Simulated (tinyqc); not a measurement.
Worked calculation: donors on two lattice sites with valley-orbit split states. Values are carried at full precision from step to step, so a last printed digit may differ when a step is redone from the rounded ones.

Each donor binds at most one electron, in any of its states. For a site s, W_s = sum over its states of g exp(E/kT), and the ionised share is 1/(1 + W_s exp(eta)), eta = (EF - Ec)/kT; n = Nc F_1/2(eta); neutrality n + NA = ND x (mean ionised share, the two sites in equal numbers); holes are neglected. Nc from N = 2 (m kB T/(4 pi c))^(3/2) with c = hbar^2/2m0, in 1/angstrom^3; times 1e24 for 1/cm^3, m = md. F_j(eta) = (1/Gamma(j + 1)) integral_0^infinity x^j dx/(1 + exp(x - eta)), which tends to exp(eta) for eta << 0.

Constants: hbar^2/2m0 = 3.80998211 eV angstrom^2; kB = 8.617333262e-05 eV/K.

Inputs chosen for the exercise (near those of nitrogen in 4H-SiC; not measured data):
```
symbol  value                      unit        meaning
md      0.802                      m0          density-of-states mass of the conduction band
E       (64.8, 56.6, 115.8, 74.2)  meV         binding energies of h ground, h excited, k ground, k excited
g       (2, 4, 2, 4)                           their degeneracies with spin
T       250                        K
ND      5.3e+16                    1/cm^3      donors, half on each site
NA      0                          1/cm^3      compensating acceptors, all ionised
mu0     40                         cm^2/(V s)  mobility at heavy doping
mu1     982                        cm^2/(V s)  mobility at light doping and 300 K
Nr      2.1e+17                    1/cm^3      reference doping
de      0.61                                   doping exponent
ga      2.4                                    temperature exponent
```

## Partition sums of the neutral donor

Give each term g exp(E/kT), W_s, and the effective degeneracy W_s exp(-E_ground/kT).

Nc = 1.3711e+19 1/cm^3

terms: h ground 40.49, h excited 55.34, k ground 432.0, k excited 125.3

W_s: h 95.833, k 557.25

effective degeneracy: h 4.734, k 2.580

The ground state alone would give 2 and all states together 6 on each site; here the excited states hold 58 % and 22 % of the bound electrons on the h and k sites.

## Neutrality

Solve for eta.

eta = -6.032
n = 3.29e+16 1/cm^3

ionised share: h 0.813, k 0.428

n is 0.620 of ND - NA. The deeper k site is ionised 0.53 times as much as the h site.

## Mobility and resistivity

Mobility (Caughey-Thomas form): mu = mu0 + (mu1 (T/300)^(-ga) - mu0)/(1 + ((ND + NA)/Nr)^de); rho = 1/(e n mu), e = 1.602176634e-19 C.

Compare with full ionisation, n = ND - NA.

mu = 1074.4 cm^2/(V s)
rho = 0.177 ohm cm
rho at full ionisation = 0.110 ohm cm

Incomplete ionisation raises rho by a factor 1.61.

## Checks

- n + NA against ND times the mean ionised share (1/cm^3): both 3.288e+16.

Program tinyqc; command `OMP_NUM_THREADS=1 python tinyqc.py 1682740 1682741 out.jsonl`; about 0.01 s on one thread of a shared Intel(R) Xeon(R) Processor @ 2.30GHz.
